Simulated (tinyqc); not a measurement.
## Small-signal admittance of a forward-biased p+-n diode: admittance against frequency

Holes injected into a neutral base of width wb with an ohmic contact at its end; low injection, p0 far above the equilibrium density. A small voltage v exp(i w t), w = 2 pi f, modulates the edge density by p0 v/Vt, and the small-signal density obeys Dp d2p/dx2 = (1/tau + i w) p.

L = sqrt(Dp tau); direct current J = (q Dp p0/L) coth(wb/L); k = sqrt(1 + i w tau)/L; diffusion admittance Y = (q Dp p0/Vt) k coth(k wb) = G + i w C_diff; junction capacitance C_j = sqrt(q eps0 eps_r Nd/(2 Vr)) in the depletion approximation, with the remaining barrier Vr = Vt ln(Na/p0), a rough value under forward bias; base-width modulation is left out. Measured admittance 1/[Rs + 1/(Y + i w C_j)].

Inputs (values chosen for the exercise); permittivity close to that of silicon:
- T = 350 K (temperature)
- eps_r = 11.7 (relative permittivity)
- Nd = 8.8e15 cm^-3 (donor density of the base)
- Dp = 6.6 cm^2/s (hole diffusion coefficient)
- tau = 8e-7 s (hole lifetime)
- wb = 46 um (width of the neutral base)
- p0 = 6.9e14 cm^-3 (excess hole density at the junction edge)
- Na = 2e19 cm^-3 (acceptor density of the p+ side)
- Rs = 0.0054 ohm cm^2 (series resistance)

Constants: q = 1.602176634e-19 C, kB = 1.380649e-23 J/K, Vt = kB T/q, eps0 = 8.8541878128e-14 F/cm where lengths are in cm. Results are converted to the units shown.

The same in every row: C_j (uF/cm^2) = 0.04855.

Result of one run:
```
w tau,G (S/cm^2),C_diff (uF/cm^2),measured G (S/cm^2),measured C (uF/cm^2),phase of the measured Y (degrees)
1.005,11.61,3.588,11.02,3.218,20.15
```

Which signal frequency f gave this result: 3000, 10000, 2e5 or 3e6 Hz?

f = 2e5 Hz.

The whole series:
```
f (Hz),w tau,G (S/cm^2),C_diff (uF/cm^2),measured G (S/cm^2),measured C (uF/cm^2),phase of the measured Y (degrees)
700,0.003519,10.92,3.729,10.31,3.369,0.08233
3000,0.01508,10.92,3.729,10.31,3.369,0.3528
10000,0.05027,10.92,3.729,10.31,3.368,1.176
50000,0.2513,10.97,3.720,10.36,3.359,5.816
2e5,1.005,11.61,3.588,11.02,3.218,20.15
8e5,4.021,16.86,2.639,16.21,2.248,34.88
3e6,15.08,29.88,1.484,28.55,1.116,36.38
1e7,50.27,53.31,0.8317,48.73,0.5036,33.00
6e7,301.6,129.5,0.3424,95.81,0.1110,23.60
```

G starts at J/Vt = 10.9 S/cm^2 and C_diff at (J tau/(2 Vt))(1 - 2 x/sinh 2x) = 3.73 uF/cm^2, x = wb/L = 2.00. Between the last two rows G goes as f^(0.50) and C_diff as f^(-0.50); the limits are 1/2 and -1/2, reached when the signal penetrates only sqrt(Dp/w). The measured C is 11 % below C_diff + C_j in the first row and 72 % below it in the last, the difference being due to Rs.

tinyqc, about 0.01 s, one thread, Intel Xeon 2.30GHz (shared host): `OMP_NUM_THREADS=1 python tinyqc.py 2890186 2890187 out.jsonl`
